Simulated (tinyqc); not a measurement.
Capacitances against the distance to each plane.

Endless row of lines of width wl, height tl and space sl between grounded planes at distance hd; e2 fills the gaps beside the lines, e1 the rest. Laplace's equation is solved on meshes of 3, 6 and 12 steps per unit u and extrapolated (Aitken), which is good to about 0.2 %. C_even (all lines at 1 V) is the capacitance Cg to the planes; C_odd (neighbours in antiphase) = Cg + 4 Cc if only nearest neighbours couple, which defines Cc; total with quiet neighbours Cg + 2 Cc. Plate values 2 eps0 e1 wl/hd and eps0 e2 tl/sl.

Values chosen for this exercise: relative permittivity above and below the lines e1 = 3; relative permittivity between the lines e2 = 3.9; line width, in units u wl = 4 u; line height tl = 8 u; space between lines sl = 4 u.

Constants: eps0 = 8.8541878128e-12 F/m. Results are converted to the units shown.

The same in every row: plate Cc (aF/um) = 69.1.

Capacitances against the distance to each plane:

| hd (u) | Cg (aF/um) | Cc (aF/um) | Cg + 2 Cc (aF/um) | C_odd (aF/um) | plate Cg (aF/um) | share of coupling, 2 Cc/(Cg + 2 Cc) (%) |
|---|---|---|---|---|---|---|
| 2 | 187 | 64.0 | 315 | 443 | 106 | 40.7 |
| 3 | 130 | 70.2 | 270 | 410 | 70.8 | 52.0 |
| 4 | 99.3 | 74.6 | 249 | 398 | 53.1 | 60.1 |
| 5 | 80.5 | 78.0 | 236 | 392 | 42.5 | 66.0 |
| 6 | 67.7 | 80.6 | 229 | 390 | 35.4 | 70.4 |
| 8 | 51.3 | 84.3 | 220 | 389 | 26.6 | 76.7 |
| 10 | 41.3 | 86.8 | 215 | 388 | 21.3 | 80.8 |

What does the comparison show?

As hd goes from 2 to 10, Cg falls from 187 to 41.3 aF/um, Cc rises from 64.0 to 86.8 aF/um and the share of coupling rises from 40.7 to 80.8 %. Cg is 1.76 times its plate value in the first row and 1.95 times in the last; for Cc the ratios are 0.927 and 1.26. Neighbours in antiphase raise the load by a factor of 1.41 and 1.81 over quiet ones. For hd = 8, 10 the planes are farther than 0.8 of the pitch, so second neighbours couple too and Cg + 2 Cc understates the quiet load by a per cent or more.

tinyqc, about 0.7 s, one thread, Intel Xeon 2.30GHz (shared host): `OMP_NUM_THREADS=1 python tinyqc.py 2790149 2790150 out.jsonl`
